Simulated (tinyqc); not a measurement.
Quantum well in an electric field by finite differences: sweeps and comparisons. A value that a table varies takes the place of the one given here.

Finite differences on points z_i at the centres of cells of width h: H_ii = (c/h^2)(1/m_(i-1/2) + 1/m_(i+1/2)) + V_i, H_(i,i+1) = -(c/h^2)/m_(i+1/2), where m_(i+1/2) is the mean of the masses at the two points (the end values are repeated outwards), psi = 0 on the points beyond both ends, c = hbar^2/2m0. The field adds e F (z - z0) with z0 the middle of the structure; 1 kV/cm = 1e-5 eV/angstrom.

Constants: hbar^2/2m0 = 3.80998211 eV angstrom^2.

Parameters, chosen for this exercise (near those of a GaAs well in AlGaAs; shifted at random, so the results belong to these values and not to a real crystal):
```
symbol  value                                                        unit      meaning
layers  ((44, 0.267, 0.0944), (66, 0, 0.0658), (44, 0.267, 0.0944))            each layer: thickness in angstrom, band edge in eV, mass in m0
hf      0.6875                                                       angstrom  cell width of the fine grid
Fs      (0, 16.7, 33.3, 50, 66.7, 83.3, 100)                         kV/cm     fields
F       34                                                           kV/cm     field along z
Lw      66                                                           angstrom  well width
Lb      44                                                           angstrom  each outer barrier
V0      0.267                                                        eV        barrier height
mw      0.0658                                                       m0        mass in the well
mb      0.0944                                                       m0        mass in the barriers
```

## Stark shift

Fine grid. Perturbation theory: dE1 = e F z_11 - beta (e F)^2 with beta = sum_j z_1j^2/(E_j - E_1) over the 13 next levels at zero field, z from z0.

Levels against field:
```
F (kV/cm)  E1 (eV)  E2 (eV)  dE1 (meV)  second order (meV)  <z - z0> (angstrom)  E2 - E1 (meV)
0           0.0555   0.2125       0.00                0.00                  0.0          157.0
16.7        0.0554   0.2124      -0.06               -0.06                 -0.8          157.0
33.3        0.0553   0.2123      -0.25               -0.25                 -1.5          157.1
50.0        0.0549   0.2122      -0.57               -0.57                 -2.3          157.2
66.7        0.0545   0.2119      -1.01               -1.01                 -3.0          157.5
83.3        0.0539   0.2116      -1.57               -1.58                 -3.8          157.7
100         0.0532   0.2113      -2.26               -2.27                 -4.5          158.0
```

z_11 = 0.00 angstrom
beta = 2270 angstrom^2/eV

What does this show, and why?

At zero field the state is centred, so the shift starts as F^2; it turns linear only if the state is pulled to one side. At 100 kV/cm E1 has moved by -2.26 meV, where second order gives -2.27 meV; they differ by 0.3 % there. The electron moves by -4.5 angstrom, against the rise of the potential. From 83.3 kV/cm on E2 lies above the lowest point of the outer barrier, so it is a resonance or a state of the finite grid, held or pushed up by its ends. E2 - E1 grows with the field; the ends are 157.0 and 158.0 meV.

## Order of mass and momentum

Fine grid. Hermitian kinetic operators m^a p m^b p m^a with 2a + b = -1: H_ii = (c/h^2) m_i^(2a) (m_(i-1/2)^b + m_(i+1/2)^b) + V_i, H_(i,i+1) = -(c/h^2) m_i^a m_(i+1)^a m_(i+1/2)^b; BenDaniel-Duke is a = 0. The halved form has H_ii = 2c/(h^2 m_i) + V_i and H_(i,i+1) = -(c/2h^2)(1/m_i + 1/m_(i+1)). The shifts are measured against BenDaniel-Duke; the last column repeats E1 with cells of hf/4.

Levels (eV):
```
operator                            E1      E2  E1 - E1(BDD) (meV)  E1 at hf/4
BenDaniel-Duke                  0.0552  0.2123                 0.0      0.0553
(1/m) p^2 + p^2 (1/m), halved   0.0371  0.1540               -18.1     -0.3028
m^(-1/2) p^2 m^(-1/2)           0.0667  0.2290                11.5      0.0667
m^(-1/4) p m^(-1/2) p m^(-1/4)  0.0609  0.2206                 5.7      0.0610
one mass, the smallest          0.0612  0.2239                 5.9      0.0612
```

What can be read from the table?

The three forms m^a p m^b p m^a span 11.5 meV in E1, 7 % of E2 - E1; they differ only at the mass steps (largest to smallest mass 1.43), where m^a psi is the continuous quantity. Dropping the mass step altogether moves E1 by +5.9 meV. Refining the grid moves the halved form by -339.9 meV, against at most 0.02 meV for the other three: at an abrupt step it has no limit as the grid is refined.

## What each parameter does

Three layers: barrier, well, barrier; fine grid. The Stark shift is E1(F) - E1(0). Each row changes one parameter from the base and keeps the others.

Results:
```
case              E1 (eV)  E2 - E1 (meV)  Stark shift (meV)  <z - z0> (angstrom)
base               0.0552          157.1              -0.26                -1.54
Lw = 55 angstrom   0.0695          187.9              -0.18                -1.06
Lb = 55 angstrom   0.0552          155.2              -0.27                -1.57
V0 = 0.32 eV       0.0588          169.1              -0.23                -1.34
mw = 0.0757 m0     0.0523          146.5              -0.27                -1.56
mb = 0.0755 m0     0.0589          160.3              -0.26                -1.51
F = 51 kV/cm       0.0549          157.3              -0.59                -2.31
```

How do the results move?

The largest shifts from the base row, up to three for each result and ties (the steps differ in size, so this ranks the rows, not the parameters). E1 (eV): Lw +0.0143, mb +0.0036, V0 +0.0035; unchanged at the printed digits by Lb. E2 - E1 (meV): Lw +30.8, V0 +12.0, mw -10.6. Stark shift (meV): F -0.33, Lw +0.08, V0 +0.04; unchanged at the printed digits by mb. <z - z0> (angstrom): F -0.77, Lw +0.48, V0 +0.21.

(tinyqc, `OMP_NUM_THREADS=1 python tinyqc.py 1250785 1250786 out.jsonl`, Intel(R) Xeon(R) Processor @ 2.30GHz, 1 thread, shared host, about 0.02 s.)
